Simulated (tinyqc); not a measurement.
Slater-Koster d bands of a bcc metal: sweeps and comparisons. A value that a table varies takes the place of the one given here.

Slater-Koster d bands. For a bond with direction cosines (l, m, n) the 5 x 5 block is dds Ps + ddp Pp + ddd (1 - Ps - Pp), the projectors on sigma, pi and delta states about the bond; for instance <xy|xy> = 3 l^2 m^2 dds + (l^2 + m^2 - 4 l^2 m^2) ddp + (n^2 + l^2 m^2) ddd, <xy|yz> = 3 l m^2 n dds + l n (1 - 4 m^2) ddp + l n (m^2 - 1) ddd and <3z2-r2|3z2-r2> = (n^2 - (l^2 + m^2)/2)^2 dds + 3 n^2 (l^2 + m^2) ddp + (3/4)(l^2 + m^2)^2 ddd. H(k) sums the blocks times cos(k.R) over the neighbours; the d level is the zero of energy; k in 2 pi/a.

Neighbours: eight at (a/2)(1,1,1) and equivalents, and six at a(1,0,0) and equivalents with the integrals times f2.

Mesh: k = f1 b1 + f2 b2 + f3 b3 with fractions (j + 1/2)/N, j = 0 to N - 1, and b = (-1,1,1), (1,-1,1), (1,1,-1) for fcc, (0,1,1), (1,0,1), (1,1,0) for bcc, unit vectors for simple cubic. The lowest Nd/10 of all levels are filled with two electrons each; the bond energy is their sum per atom.

Inputs chosen for the exercise (of the size met in Fe; shifted at random, so the results belong to these values and not to a real crystal): dds = -0.731 eV (dd sigma); ddp = 0.344 eV (dd pi); ddd = -0.058 eV (dd delta); f2 = 0.487 (factor on all three integrals for second neighbours); N = 10 (mesh).

## Band filling: full bands against the rectangular model

W = sqrt(12 mu2) with mu2 the mean square level on the mesh; rectangular model: Fermi level W (Nd/10 - 1/2), bond energy -W Nd (10 - Nd)/20. The Fermi level of the mesh is the highest filled level.

Per atom (eV):

| Nd | EF, bands | bond energy, bands | EF, rectangle | bond energy, rectangle |
|---|---|---|---|---|
| 1 | -1.668 | -1.864 | -1.678 | -1.887 |
| 2 | -1.319 | -3.334 | -1.258 | -3.355 |
| 3 | -1.043 | -4.514 | -0.839 | -4.404 |
| 4 | -0.441 | -5.331 | -0.419 | -5.033 |
| 5 | 0.312 | -5.272 | 0.000 | -5.242 |
| 6 | 0.589 | -4.789 | 0.419 | -5.033 |
| 7 | 0.791 | -4.073 | 0.839 | -4.404 |
| 8 | 1.065 | -3.163 | 1.258 | -3.355 |
| 9 | 1.558 | -1.877 | 1.678 | -1.887 |

W = 4.194 eV
full width on the mesh = 4.870 eV

The bond energy is deepest at Nd = 4 (-5.331 eV); the rectangle has its minimum at 5. The two differ most at Nd = 7, by 0.331 eV or 6 % of the deepest value: the second moment fixes the parabola, and higher moments the rest. At Nd = 3 and 7 the bands give -4.514 and -4.073 eV, a skew towards less than half filling.

## Which lattice a d-band metal prefers

fcc has twelve neighbours, bcc eight and six (the six times f2), simple cubic six. The integrals of bcc and sc are scaled so that all three have the second moment of fcc, which stands for equal repulsion (structural energy difference theorem). s and p electrons are left out.

Bond energy per atom:

| Nd | fcc (eV) | bcc - fcc (meV) | sc - fcc (meV) |
|---|---|---|---|
| 1 | -2.222 | 119 | -144 |
| 2 | -3.753 | -8 | -107 |
| 3 | -4.929 | -165 | 100 |
| 4 | -5.739 | -277 | 372 |
| 5 | -6.025 | 76 | 529 |
| 6 | -5.698 | 293 | 331 |
| 7 | -4.850 | 254 | 22 |
| 8 | -3.620 | 50 | -241 |
| 9 | -1.985 | -133 | -381 |

scale factors: bcc 1.1285, sc 1.4142

mu3/mu2^1.5: fcc -0.117, bcc -0.109, sc 0.000

mu4/mu2^2: fcc 1.827, bcc 1.757, sc 2.553

largest change of a difference when N is raised to 14 = 12 meV

fcc is lowest for Nd = 5, 6 and 7. bcc is lowest for Nd = 3 and 4. sc is lowest for Nd = 1, 2, 8 and 9. bcc gains most on fcc at Nd = 4 (-277 meV). A small fourth moment marks a two-peaked band, which tends to favour fillings near one half; bcc has -4 % against fcc, and at Nd = 5 it lies +76 meV from fcc, which the fourth moment alone does not explain (differences of a few tens of meV are within the error of the mesh; hcp is left out, and this d-only model can miss the lattice of the real metal). The third moments, from three-membered rings, skew the bands. That simple cubic wins anywhere comes from keeping d bands and equal second moments alone; no transition metal takes it. Differences below about 12 meV are within the error of this mesh, and the s and p electrons left out weigh most where the d band is nearly empty or full.

## What each integral does

Levels at Gamma, E(t2g) = (8/3) dds + (16/9) ddp + (32/9) ddd + f2 (4 ddp + 2 ddd), E(eg) = (16/3) ddp + (8/3) ddd + f2 (3 dds + 3 ddd), and W = sqrt(12 mu2), the width of a rectangular band with the same second moment mu2 = z (dds^2 + 2 ddp^2 + 2 ddd^2)/5, z = 8 + 6 f2^2. Each row changes one parameter from the base and keeps the others.

Results:

| case | t2g (eV) | eg (eV) | W (eV) |
|---|---|---|---|
| base | -0.9304 | 0.5273 | 4.1940 |
| dds = -0.8406 eV | -1.2226 | 0.3671 | 4.6352 |
| ddp = 0.3956 eV | -0.7381 | 0.8025 | 4.3949 |
| ddd = -0.0493 eV | -0.8910 | 0.5632 | 4.1889 |
| f2 = 0.56 | -0.8384 | 0.3545 | 4.2948 |

The largest shifts from the base row, up to three for each result and ties (the steps differ in size, so this ranks the rows, not the parameters). t2g (eV): dds -0.2923, ddp +0.1923, f2 +0.0920. eg (eV): ddp +0.2752, f2 -0.1728, dds -0.1601. W (eV): dds +0.4412, ddp +0.2010, f2 +0.1008. The ratio of the shifts of t2g and eg names the integral: it is the ratio of the coefficients in the two formulas.

Computed by tinyqc, a small Python program: `OMP_NUM_THREADS=1 python tinyqc.py 1482897 1482898 out.jsonl` (the numbers bound the seed that draws the inputs); one thread of a shared host (Intel(R) Xeon(R) Processor @ 2.30GHz), about 0.03 s for the whole set of steps.
